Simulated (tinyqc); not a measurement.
Sublattice potential against complex hopping: Haldane model. Computed by the program tinyqc. H_AA = delta - 2 t2 sum cos(k.b + phi), H_BB = -delta - 2 t2 sum cos(k.b - phi), H_AB = -t1 (1 + exp(-i k.a1) + exp(-i k.a2)), b = a1, a2 - a1, -a2, m = 3 sqrt3 t2 sin(phi); the sign of the Chern number follows the orientation k1 then k2.

Honeycomb lattice:
```
parameter     value
t1 (eV)    2.910000
t2 (eV)    0.310000
phi (rad)  0.910000
```

Gaps at the two valleys (eV) and Chern number of the lower band (12 x 12 mesh):
```
delta   gap 2|delta - m|  gap 2|delta + m|  Chern number
-2.289             7.121             2.035             0
-1.653             5.849             0.763             0
-0.763             4.069             1.017            -1
0.000              2.543             2.543            -1
0.509              1.525             3.561            -1
0.954              0.635             4.451            -1
1.590              0.637             5.723             0
2.543              2.543             7.629             0
```

What does the comparison show, and why?

Here |m| = 1.2717 eV. For |delta| < |m| the two valleys have masses of opposite sign and the Chern number is +/-1; one gap closes at |delta| = |m|, and beyond it the band is trivial.
